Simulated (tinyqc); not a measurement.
Composition and strain of an epitaxial Si(1-x)Ge(x) layer from Raman and X-ray peaks: one step, computed by the program tinyqc. Command: `OMP_NUM_THREADS=1 python tinyqc.py 3015167 3015168 out.jsonl epiraman walk`. One thread of a shared host (Intel(R) Xeon(R) Processor @ 2.30GHz), about 0.01 s of CPU time with the checks.

A (001) layer, biaxially strained in the plane. The Raman peaks follow empirical lines omega = w0 + c1 x + c3 x^3 + b eps (c3 for Si-Ge alone), with eps the in-plane strain.

Problem. X-ray (004) reflection. Bragg angle theta = arcsin(2 lambda/a) for (004), for the substrate with a_sub and the layer with a_perp; separation in arc seconds.

Inputs (values chosen for the exercise, modelled on silicon-germanium): X-ray wavelength = 1.540598 angstrom.

Substrate: relaxed alloy buffer.

substrate constant a_sub = 5.645367 angstrom

a_perp = 5.613253 angstrom

Give: theta of the substrate; theta of the layer; separation, layer less substrate.

Solution.

theta of the substrate = 33.08 degree

theta of the layer = 33.29 degree

separation, layer less substrate = 769.6 arcsec
